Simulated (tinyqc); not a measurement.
Course in time: spin coating of a resist or spin-on film: centrifugal thinning, evaporation and the final thickness (Emslie and Meyerhofer models). Computed by tinyqc, a small Python program. Command: `OMP_NUM_THREADS=1 python tinyqc.py 3112807 3112808 out.jsonl spincoat walk`. One thread of a shared host (Intel(R) Xeon(R) Processor @ 2.30GHz), about 0.06 s of CPU time with the checks.

A Newtonian film stays uniform over the wafer; solvent and solids have the same density and the concentration is uniform through the thickness.

Inputs (values chosen for the exercise, of the order of those of a polymer resist in an ester solvent):
```
quantity                                 value          unit
solids volume fraction c0                 0.28             -
kinematic viscosity of the solvent nu_s   0.94        mm^2/s
viscosity constant k                       830        mm^2/s
viscosity exponent gamma                   3.3             -
spin speed f                               800           rpm
evaporation rate at 1000 rpm e0           0.23  micrometre/s
starting thickness h0                      100    micrometre
wafer radius R                             150            mm
shrinkage in the bake                        3             %
```

Method:
- omega = 2 pi f/60; nu(c) = nu_s + k c^gamma; evaporation rate e = e0 sqrt(f/1000 rpm).
- Flow constant K = 2 omega^2/(3 nu(c0)); Reynolds number of the air omega R^2/nu_air with nu_air = 15 mm^2/s.
- Meyerhofer estimate: flow rules until (1 - c0) K h^3 = e, then evaporation alone: h_w = (e/((1 - c0) K))^(1/3), dry film c0 h_w.
- Full model for solids s and liquid l per area, h = s + l, c = s/h: ds/dt = -c Q, dl/dt = -(1 - c) Q - e, Q = 2 omega^2 h^3/(3 nu(c)); integrated adaptively (relative tolerance 1e-9) until l = 0.
- Dry film = s at l = 0, before the bake; film after the bake = s x (1 - shrinkage).
- Times are fractions of the time to dry.

omega = 83.7758 1/s

evaporation rate e = 0.205718 micrometre/s

dry film = 2978.61 nm

dry film, estimate = 2617.40 nm

History:
```
fraction       t (s)  h (micrometre)        c  nu (mm^2/s)         Q/e  s (nm)
0.003     1.2835e-01          72.578  0.28009        13.39  6.4941e+02   20328
0.010     4.2783e-01          50.034  0.28038        13.43  2.1208e+02   14029
0.030     1.2835e+00          31.650  0.28168        13.62  5.2924e+01    8915
0.100     4.2783e+00          17.973  0.28955        14.83  8.9030e+00    5204
0.200     8.5566e+00          12.771  0.30729        17.84  2.6551e+00    3924
0.350     1.4974e+01           9.510  0.34700        26.18  7.4706e-01    3300
0.500     2.1392e+01           7.607  0.40554        43.17  2.3191e-01    3085
0.700     2.9948e+01           5.649  0.53052       103.41  3.9651e-02    2997
0.900     3.8505e+01           3.860  0.77195       354.22  3.6940e-03    2980
```

Q/e drops below 1 between t = 8.6 and 15 s, when c has risen from 0.28 to about 0.347; after that row the solids fall by a further 10 %. The full model gives 1.14 times the two-stage estimate.
